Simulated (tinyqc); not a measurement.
# Abrupt p-n junction, non-linear Poisson equation by Newton steps, step by step

Numbers from tinyqc (`OMP_NUM_THREADS=1 python tinyqc.py 2000104 2000105 out.jsonl`; about 0.03 s on one thread of a shared Intel Xeon 2.30GHz). Printed values are rounded; ~0 in a residual or rate marks an entry under 1e-11 of the largest of its column.

One dimension, p side on the left, n side on the right; net doping C = -Na for x < 0 and +Nd for x > 0. The potential psi is counted from the intrinsic level, and the quasi-Fermi potentials are flat: 0 for holes and -V for electrons, so n = ni exp((psi + V)/Vt) and p = ni exp(-psi/Vt) (Boltzmann statistics, full ionisation, no current). Under reverse bias this makes the minority densities vanishingly small everywhere; they play no part in the charge.

Parameters, values chosen for the exercise; band and dielectric values close to those of gallium arsenide:
- T = 400 K (temperature)
- Eg = 1.4 eV (band gap)
- eps_r = 12.9 (relative permittivity)
- Nc = 6.65e17 cm^-3 (conduction-band density of states at T)
- Nv = 1.41e19 cm^-3 (valence-band density of states at T)
- Na = 2.4e18 cm^-3 (acceptor density of the p side)
- Nd = 1.4e16 cm^-3 (donor density of the n side)
- V = -5.1 V (bias of the p side against the n side)

Constants: q = 1.602176634e-19 C, kB = 1.380649e-23 J/K, Vt = kB T/q, eps0 = 8.8541878128e-14 F/cm where lengths are in cm. Results are converted to the units shown.

## Intrinsic density, end potentials and Debye lengths

ni = sqrt(Nc Nv) exp(-Eg/(2 Vt)), Eg in volts; psi_p = -Vt ln(Na/ni), psi_n = Vt ln(Nd/ni) - V; Debye length sqrt(eps0 eps_r Vt/(q N)).

ni = 4.63883e9 cm^-3
psi_p = -0.691602 V
psi_n = 5.61429 V
Debye length, p side = 3.19981 nm
Debye length, n side = 41.8954 nm

## Net doping on the mesh

x, node 0 to 10 (nm): -29.4  -20.4  -13.1  -7.03  -2.05  2.05  14.4  51.3  162  494  1490

C = -Na for x < 0 and +Nd for x > 0, taken at the nodes.

net doping C, node 0 to 10 (cm^-3): -2.4e18  -2.4e18  -2.4e18  -2.4e18  -2.4e18  1.4e16  1.4e16  1.4e16  1.4e16  1.4e16  1.4e16

## Couplings between neighbouring nodes

a_i = eps0 eps_r/h_i for the interval from node i to i + 1, with h_i = x_(i+1) - x_i in cm.

coupling a_i, interval 0 to 9 (F/cm^2): 1.26910e-6  1.56464e-6  1.88170e-6  2.29355e-6  2.78583e-6  9.24850e-7  3.09537e-7  1.03179e-7  3.44033e-8  1.14678e-8

## Starting potential

The parabolas of an abrupt Na-Nd junction in the depletion approximation: psi_p + q Na (x + xp)^2/(2 eps0 eps_r) for -xp < x < 0, psi_n - q Nd (xn - x)^2/(2 eps0 eps_r) for 0 < x < xn, flat outside, with W = sqrt(2 eps0 eps_r (psi_n - psi_p)(1/Na + 1/Nd)/q), xp = W Nd/(Na + Nd), xn = W Na/(Na + Nd), psi_p = -Vt ln(Na/ni), psi_n = Vt ln(Nd/ni) - V.

psi at the start, node 0 to 10 (V): -0.69160  -0.69160  -0.69160  -0.69160  -0.68013  -0.62290  -0.43110  0.12412  1.62936  4.70056  5.61429

## Iteration 1: densities, residual and Jacobian diagonal

n_i = ni exp((psi_i + V)/Vt), p_i = ni exp(-psi_i/Vt), rho_i = p_i - n_i + C_i, g_i = (n_i + p_i)/Vt. Box widths w_i = (h_(i-1) + h_i)/2 in cm. Residual F_i = a_i (psi_(i+1) - psi_i) - a_(i-1) (psi_i - psi_(i-1)) + q rho_i w_i; Jacobian: a_(i-1) and a_i beside the diagonal, b_i = -a_(i-1) - a_i - q g_i w_i on it. The two end nodes are fixed.

```
node    n (cm^-3)    p (cm^-3)
0     4.95946e-64       2.4e18
1     4.95946e-64       2.4e18
2     4.95946e-64       2.4e18
3     4.95946e-64       2.4e18
4     6.91883e-64   1.72033e18
5     3.63908e-63   3.27079e17
6     9.49654e-61   1.25337e15
7     9.39948e-54    1.26631e8
8     8.67570e-35  1.37196e-11
9         43015.9  2.76704e-50
10         1.4e16  8.50192e-62
```

```
node  residual F (C/cm^2)  diagonal b (F/cm^2)
1                      ~0          -1.19255e-5
2                      ~0          -1.09038e-5
3              2.63222e-8          -1.03387e-5
4              8.36491e-8          -8.70971e-6
5              6.29239e-8          -4.96113e-6
6             4.94500e-10          -1.24873e-6
7             1.49730e-16          -4.12716e-7
8                      ~0          -1.37582e-7
9              5.37576e-8          -4.58711e-8
```

## Iteration 1: Newton step

Solve the tridiagonal system a_(i-1) d_(i-1) + b_i d_i + a_i d_(i+1) = -F_i for nodes 1 to 9, with d = 0 on fixed nodes. Half of the step is added while the largest |d| exceeds 1.5 Vt, the full step after that.

Newton step d, before damping, node 1 to 9 (V): 0.00019  0.00148  0.00839  0.02512  0.04160  0.07948  0.19471  0.54042  1.57724
psi after iteration 1, node 0 to 10 (V): -0.69160  -0.69151  -0.69086  -0.68741  -0.66757  -0.60210  -0.39137  0.22148  1.89957  5.48918  5.61429

## Iteration 2: densities, residual and Jacobian diagonal

As before.

```
node    n (cm^-3)    p (cm^-3)
0     4.95946e-64       2.4e18
1     4.97340e-64   2.39327e18
2     5.06672e-64   2.34919e18
3     5.60107e-64   2.12507e18
4     9.96054e-64   1.19498e18
5     6.65413e-63   1.78877e17
6     3.00772e-60   3.95738e14
7     1.58393e-52    7.51464e6
8     2.20203e-31  5.40534e-15
9      3.71392e14  3.20489e-60
10         1.4e16  8.50192e-62
```

```
node  residual F (C/cm^2)  diagonal b (F/cm^2)
1             1.23392e-12          -1.19000e-5
2             5.84338e-11          -1.07459e-5
3              1.46715e-8          -9.63263e-6
4              4.92086e-8          -7.60110e-6
5              3.79444e-8          -4.39454e-6
6             4.78963e-10          -1.23892e-6
7             3.56922e-16          -4.12716e-7
8                      ~0          -1.37582e-7
9              2.29278e-8          -1.60496e-7
```

## Iteration 2: Newton step

As before.

Newton step d, before damping, node 1 to 9 (V): 0.000142  0.001077  0.006002  0.017925  0.026304  0.029965  0.039793  0.069278  0.157706
psi after iteration 2, node 0 to 10 (V): -0.69160  -0.69143  -0.69033  -0.68441  -0.65860  -0.58895  -0.37638  0.24137  1.93421  5.56803  5.61429

## Course of the Newton iteration

Stop when the largest undamped |d| is below 1e-9 V, or after 80 iterations.

Course of the iteration:
```
iteration  largest |F| (C/cm^2)  largest |d| (V)  at node
1                       8.36e-8             1.58        9
2                       4.92e-8            0.158        9
3                       2.73e-8           0.0160        5
4                       3.36e-9          2.53e-3        9
5                      7.22e-11          9.28e-5        9
6                      9.22e-14          1.20e-7        9
7                      1.52e-19         1.98e-13        9
```

Converged in 7 iterations. Once the step is below 0.1 Vt, 3 more iteration(s) reach the threshold: near the solution the error is roughly squared each time.

## Converged densities, field and charge

converged psi, node 0 to 10 (V): -0.69160  -0.69133  -0.68951  -0.67996  -0.64559  -0.57111  -0.35914  0.25616  1.94162  5.55330  5.61429

n and p as above; field E_i = -(psi_(i+1) - psi_i)/h_i on each interval; charge on either side of the peak Q = eps0 eps_r |E|max (Gauss).

```
node    n (cm^-3)    p (cm^-3)
0     4.95946e-64       2.4e18
1     4.99920e-64   2.38092e18
2     5.26955e-64   2.25877e18
3     6.95148e-64   1.71225e18
4     1.88458e-63   6.31584e17
5     1.63523e-62   7.27893e16
6     7.66131e-60   1.55361e14
7     4.33227e-52    2.74745e6
8     7.45658e-31  1.59627e-15
9      2.38607e15  4.98842e-61
10         1.4e16  8.50192e-62
```

field E, interval 0 to 9 (kV/cm): -0.306  -2.487  -15.730  -69.031  -181.650  -171.637  -166.747  -152.254  -108.785  -0.612
peak |E| = 181.650 kV/cm
charge Q = 207.479 nC/cm^2

## Check against the exact first integral and the depletion approximation

ni = sqrt(Nc Nv) exp(-Eg/(2 Vt)), Eg in volts. Exact first integral for an abrupt junction with thick neutral sides: psi_p = -Vt ln(Na/ni), psi_n = Vt ln(Nd/ni) - V, psi_j = (Nd psi_n + Na psi_p - Vt (Nd - Na))/(Na + Nd) at the junction, n_j = ni exp((psi_j + V)/Vt), p_j = ni exp(-psi_j/Vt), and E_j^2 = (2 q/(eps0 eps_r)) [Nd (psi_n - psi_j - Vt) + Vt (n_j + p_j)] (minority densities of the neutral sides neglected). Depletion approximation: Vbi = Vt ln(Na Nd/ni^2), W = sqrt(2 eps0 eps_r (Vbi - V)(1/Na + 1/Nd)/q), xp = W Nd/(Na + Nd), xn = W Na/(Na + Nd), peak field 2 (Vbi - V)/W, capacitance eps0 eps_r/W.

psi_j = -0.620962 V
exact field at the junction = 165.360 kV/cm
Vbi = 1.20589 V
W = 803.713 nm
peak field in the depletion approximation = 156.919 kV/cm

The depletion approximation gives a peak field 5.1 % below the exact one, since carriers spilling over from the heavily doped side add charge next to the junction. The 11-node mesh above gave 181.7 kV/cm on the interval that holds the junction, 9.9 % above the exact value.
